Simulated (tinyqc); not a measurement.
Mirror strength against the number of periods: longitudinal sound in a periodic multilayer: transfer matrices, stop bands and folded phonons. Computed by tinyqc, a small Python program. Command: `OMP_NUM_THREADS=1 python tinyqc.py 3023282 3023283 out.jsonl multilayer walk`. One thread of a shared host (Intel(R) Xeon(R) Processor @ 2.30GHz), about 0.01 s of CPU time with the checks.

Layers 1 and 2 repeat with period d = d_1 + d_2; waves travel normal to the layers, without loss. State vector (u, s): displacement u and stress divided by omega. Impedances Z = rho v are in 1e6 kg/(m^2 s).

Inputs (values chosen for the exercise, modelled on aluminium (layer 1), tungsten (layer 2) and gallium arsenide (substrate)):
```
quantity            value    unit
density rho_1        2.73  g/cm^3
velocity v_1         6330     m/s
thickness d_1        7.47      nm
density rho_2          19  g/cm^3
velocity v_2         5160     m/s
thickness d_2        6.07      nm
substrate density    5.25  g/cm^3
substrate velocity   4790     m/s
frequency f           325     GHz
```

Method:
- Z = rho v; interface reflection r = (Z_2 - Z_1)/(Z_2 + Z_1) (stress amplitude, from 1 into 2); Bragg frequency f_B = 1/[2 (d_1/v_1 + d_2/v_2)]; long-wave velocity v_eff = d/sqrt[(d_1/v_1)^2 + (d_2/v_2)^2 + (Z_1/Z_2 + Z_2/Z_1)(d_1/v_1)(d_2/v_2)].
- A layer maps (u, s) by [[cos p, sin p/Z], [-Z sin p, cos p]], p = 2 pi f d_i/v_i; one period is M = M_2 M_1, and cos(q d) = trace(M)/2.
- For N periods A = M^N. A wave comes from a thick layer of material 1 and leaves into the substrate (Z_s): transmitted power T = 4 Z_1 Z_s/|Z_1 A_22 + Z_s A_11 - i (Z_1 Z_s A_12 - A_21)|^2, reflected power R = 1 - T.

Bragg frequency f_B = 212.183 GHz

Z_2 = 98.04

Z_1 = 17.2809

Z of the substrate = 25.1475

trace(M)/2 = -0.767298

Transmitted power:
```
N     T at f_B  T at f_B (dB)   T at f
1      0.16554        -7.8109  0.30226
2    0.0056031        -22.516  0.14050
3   1.7456e-04        -37.581  0.16137
4   5.4238e-06        -52.657  0.48522
6   5.2356e-09        -82.810  0.18332
8   5.0539e-12        -112.96  0.24090
12  4.7092e-18        -173.27  0.15909
16  4.3880e-24        -233.58  0.13472
24  3.8098e-36        -354.19  0.19077
```

At f_B each further period removes 15.08 dB at large N, which is 20 log10 of the impedance ratio, 15.08 dB, as for a quarter-wave stack; 99 % reflection needs N = 2 among these rows. At f, in a pass band, T does not decay with N. Values below about 1e-6 belong to the ideal stack: roughness and scattering into other modes, left out here, set a floor in a real one.
